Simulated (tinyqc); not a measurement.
Kinetic Monte Carlo and master equation for a particle on a ring of sites with traps and bias. From one set of inputs to another, one input at a time. Computed by tinyqc, a small Python program. Command: `OMP_NUM_THREADS=1 python tinyqc.py 3024918 3024919 out.jsonl kmc ladder`. One thread of a shared host (Intel(R) Xeon(R) Processor @ 2.30GHz), about 0.01 s of CPU time with the checks.

7 sites on a ring, numbered 1 to 7. The saddle between i and i+1 lies at E0 + s b_i and site i at s eps_i; a force F tilts the landscape, with the saddle half-way.

The inputs printed are set A. Inputs not listed in the table keep their values of set A, so the rows need not describe a real material.

Inputs (values chosen for the exercise, for a model defect): reference barrier E0 = 0.89 eV; scale factor s of the disorder = 1; attempt frequency nu = 9.3 THz; temperature T = 600 K; site spacing a = 2.1 angstrom; force F along the ring = 0.034 eV/angstrom.

Disorder: site traps.

site energies eps_i (eV): [-0.13, -0.089, -0.033, -0.066, 0, 0, 0]

saddle shifts b_i between sites i and i+1 (eV): [0, 0, 0, 0, 0, 0, 0]

Constants: k_B = 8.617333262e-05 eV/K.

Method:
- Rates: k(i to i+1) = nu exp(-(E0 + s b_i - s eps_i - F a/2)/(k_B T)), k(i to i-1) = nu exp(-(E0 + s b_(i-1) - s eps_i + F a/2)/(k_B T)).
- Share right = k right/(k right + k left); mean stay = 1/(k right + k left).
- Master equation dP/dt = W P, W_(i+1,i) = k right, W_(i-1,i) = k left, columns summing to zero. The steady state is its null vector; drift v = a sum P_i (k right - k left). D = a^2 lambda''(0)/2, where lambda(q) is the leading eigenvalue of W with right hops weighted by exp(q) and left hops by exp(-q).
- The slowest relaxation rate is minus the real part of the next eigenvalue of W. 1 angstrom = 1e-8 cm.

Each row keeps all changes above it:
```
input moved                            from      to  drift velocity v (cm/s)  diffusivity D (cm^2/s)  slowest relaxation rate (1/s)
set A                                     -       -                2.584e-03               7.279e-11                      1.216e+05
site spacing a (angstrom)               2.1     3.3                7.128e-03               2.703e-10                      1.821e+05
temperature T (K)                       600     420                3.388e-06               1.702e-13                      1.139e+02
force F along the ring (eV/angstrom)  0.034  0.0036                2.483e-07               2.891e-14                      1.868e+01
reference barrier E0 (eV)              0.89    0.64                2.482e-04               2.890e-11                      1.867e+04
attempt frequency nu (THz)              9.3      17                4.537e-04               5.283e-11                      3.413e+04
```

Drift velocity v goes from 0.00258 to 4.54e-4, a factor 0.176 in all. The largest single move comes from temperature T (a factor 4.75e-4), and reference barrier E0 works against it (a factor 1000). Diffusivity D goes from 7.28e-11 to 5.28e-11, a factor 0.726 in all. The largest single move comes from temperature T (a factor 6.30e-4), and reference barrier E0 works against it (a factor 1000). Slowest relaxation rate goes from 122000 to 34100, a factor 0.281 in all. The largest single move comes from temperature T (a factor 6.26e-4), and reference barrier E0 works against it (a factor 1000). The single moves hold for this order of the switches; the total does not depend on the order.

Extremes, crossings and ranges named in words are read from the listed rows.
